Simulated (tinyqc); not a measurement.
Input admittance of a MOSFET at zero drain bias: distributed channel and distributed gate: one step of the calculation.

Source and drain grounded, strong inversion, w = 2 pi f, Cox = eps0 eox/tox. The channel is an RC line of resistance 1/(mu Cox Vo) per square fed from both ends, so one finger has the intrinsic admittance y = i w Cox L tanh(g)/g per width, g = (1/2) sqrt(i w tau), tau = L^2/(mu Vo). The vertical resistance rv/L is in series with y, the overlaps 2 i w Cov in parallel: y_t = 1/(1/y + rv/L) + 2 i w Cov. The gate strip is a line of Rsh/L per length loaded by y_t, so a finger has Y = y_t Wf tanh(k)/k, k = (Wf/sd) sqrt(y_t Rsh/L); the device has Nf Y.

Problem. Low-frequency resistances and capacitance. Low-frequency limits, with c = Cox L and ct = c + 2 Cov: R_strip = Rsh Wf/(3 sd^2 L Nf), R_ch = (c/ct)^2 L/(12 mu Cox Vo Wf Nf), R_vert = (c/ct)^2 rv/(L Wf Nf), C = ct Wf Nf.

Parameters, values chosen for the exercise; values of the order met in silicon radio-frequency transistors:
```
symbol,value,unit,meaning
eox,3.9,,relative permittivity of the gate insulator (close to silicon dioxide)
tox,2.3,nm,insulator thickness
L,0.98,um,channel length
Wf,10,um,finger width
Nf,32,,number of fingers
mu,230,cm^2/(V s),channel mobility
Vo,0.43,V,gate overdrive
Rsh,6.1,ohm/square,sheet resistance of the gate
rv,1.8,ohm um^2,vertical resistivity of the gate stack
sd,2,,number of ends at which a finger is contacted
Cov,0.22,fF/um,overlap and fringe capacitance on each side
```

Constants: eps0 = 8.8541878128e-14 F/cm where lengths are in cm. Results are converted to the units shown.

Find: parts; sum; C; 1/(2 pi R C).

Solution.

parts (ohm): strip 0.1621, channel 1.620, vertical 0.005411
sum = 1.788 ohm
C = 4849 fF
1/(2 pi R C) = 18.36 GHz

The channel term is the largest, 90.6 % of the sum.

Numbers from tinyqc (`OMP_NUM_THREADS=1 python tinyqc.py 2262167 2262168 out.jsonl`; about 0.01 s on one thread of a shared Intel Xeon 2.30GHz).
